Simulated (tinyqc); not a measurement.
Worked calculation: Pariser-Parr-Pople SCF with singles CI, for the molecule C=C1C=CC=C1N (SMILES; centres numbered as the heavy atoms are written). One step of it, computed by the program tinyqc.

Problem. Singles CI, triplets. Over the 4 single excitations with the smallest orbital gaps: A = (e_a - e_i) delta - (ij|ab), with (pq|rs) = sum c_mp c_mq gamma_mn c_nr c_ns.

orbital energies (eV): -13.121099  -10.949626  -9.807444  -8.016051  -2.747984  1.165286  1.292577

coefficients:
```
         MO1        MO2        MO3        MO4        MO5        MO6        MO7
1C  0.266242  -0.316880  -0.516835  -0.128565   0.662438  -0.022624  -0.325146
2C  0.471226  -0.340309  -0.391614  -0.006738  -0.354555   0.052072   0.616691
3C  0.288310  -0.391233   0.194216   0.538496  -0.278782   0.335797  -0.495617
4C  0.264243  -0.265103   0.551404   0.230032   0.345711  -0.566047   0.251019
5C  0.331997   0.007499   0.471455  -0.489874   0.223392   0.602222   0.122070
6C  0.530262   0.270749   0.024734  -0.402016  -0.361142  -0.423728  -0.416315
7N  0.403378   0.697906  -0.121956   0.488814   0.240632   0.146258   0.130790
```

repulsion gamma_rs (eV):
```
           1C         2C         3C         4C         5C         6C         7N
1C  11.130000   5.346423   3.800941   2.928864   2.928721   3.800990   3.531814
2C   5.346423  11.130000   5.344325   4.045290   4.045268   5.345539   4.084138
3C   3.800941   5.344325  11.130000   5.344818   4.045107   4.045268   3.094000
4C   2.928864   4.045290   5.344818  11.130000   5.344818   4.045290   3.094159
5C   2.928721   4.045268   4.045107   5.344818  11.130000   5.344325   4.084082
6C   3.800990   5.345539   4.045268   4.045290   5.344325  11.130000   5.924126
7N   3.531814   4.084138   3.094000   3.094159   4.084082   5.924126  16.800000
```

Give: triplet CI matrix; triplet excitation energies.

Solution.

triplet CI matrix (eV):
```
        4>5     3>5     2>5     4>6
4>5   0.573  -0.247  -0.020  -0.321
3>5  -0.247   1.726  -0.560   0.565
2>5  -0.020  -0.560   3.147  -0.487
4>6  -0.321   0.565  -0.487   3.539
```

triplet excitation energies (eV): 0.498  1.488  2.847  4.152
